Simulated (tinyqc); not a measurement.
# Changing the unstable fault energy gamma_us

Model: straight dislocations in isotropic elasticity: fields, energies, partials, Peierls stress and walls. Computed by tinyqc, a small Python program. Command: `OMP_NUM_THREADS=1 python tinyqc.py 3031272 3031273 out.jsonl disloc sweep`. One thread of a shared host (Intel(R) Xeon(R) Processor @ 2.30GHz), about 0.01 s of CPU time with the checks.

The line runs along z, the glide plane is y = 0, and beta is the angle between b and the line (0 screw, 90 degrees edge): b_e = b sin(beta) along +x with the extra half plane at y > 0, b_s = b cos(beta). Stress is positive in tension.

Inputs (values chosen for the exercise, for a model fcc or diamond crystal): shear modulus G = 30 GPa; Poisson ratio nu = 0.376; Burgers vector b = 2.714 angstrom; dislocation density rho = 9.4e+14 1/m^2; core radius r0/b = 0.5.

Character: screw.

Constants: 1 eV/angstrom^3 = 160.2176634 GPa.

Method:
- Energy factor K = G [cos^2(beta) + sin^2(beta)/(1 - nu)].
- E = K b^2/(4 pi) ln(R/r0) with R = 1/(2 sqrt(rho)); tension T = E + d^2E/d(beta)^2 = G b^2 [1 + nu - 3 nu sin^2(beta)]/(4 pi (1 - nu)) ln(R/r0). The core energy is taken into r0.
- Misfit energy gamma(u) = (gamma_us/2)(1 - cos(2 pi u/b)), so the largest restoring stress is tau_max = pi gamma_us/b; u(x) = b/2 + (b/pi) arctan(x/zeta), zeta = K b/(4 pi tau_max). Summing the misfit energy over atomic rows a' apart gives, for a wide core, W_P = (K b^2/pi) exp(-2 pi zeta/a') and sigma_P = (K b/a') exp(-2 pi zeta/a'); a' = b/2 for edge and 30-degree lines, b sqrt(3)/2 for screw and 60-degree lines.

One run for each value; columns: (1) unstable fault energy gamma_us (mJ/m^2); (2) half width zeta (angstrom); (3) Peierls stress sigma_P (MPa); (4) Peierls barrier W_P (meV/nm); (5) tau_max (GPa):
```
(1)       (2)         (3)         (4)     (5)
94.8   5.9044  4.8391e-03  6.1327e-04  1.0974
119.0  4.7036  1.1989e-01  1.5194e-02  1.3775
150.0  3.7316  1.6119e+00  2.0428e-01  1.7363
188.0  2.9773  1.2106e+01  1.5343e+00  2.1762
237.0  2.3617  6.2757e+01  7.9533e+00  2.7434
298.0  1.8783  2.2852e+02  2.8961e+01  3.4495
375.0  1.4926  6.4075e+02  8.1205e+01  4.3408
471.0  1.1884  1.4451e+03  1.8314e+02  5.4521
592.0  0.9455  2.7663e+03  3.5058e+02  6.8527
```

Over the rows, half width zeta (angstrom) falls from 5.90 to 0.945 (exponent d ln y / d ln x about -1.0 throughout); Peierls stress sigma_P (MPa) rises from 0.00484 to 2770 (exponent d ln y / d ln x 14 between the first rows and 2.8 between the last); Peierls barrier W_P (meV/nm) rises from 6.13e-4 to 351 (exponent d ln y / d ln x 14 between the first rows and 2.8 between the last). The exponent of half width zeta stays at -1: a stiffer glide plane narrows the core. sigma_P spans 5.8 decades while gamma_us changes by a factor 6.2: the width sits in an exponent. Stiff directional bonds give narrow cores and hard crystals.

Caution (rows 94.8): so small a Peierls stress means only that the model finds negligible lattice resistance; its value is not a prediction. Caution (rows 592): for a core this narrow higher harmonics of the row sum matter and the wide-core formula is rough.
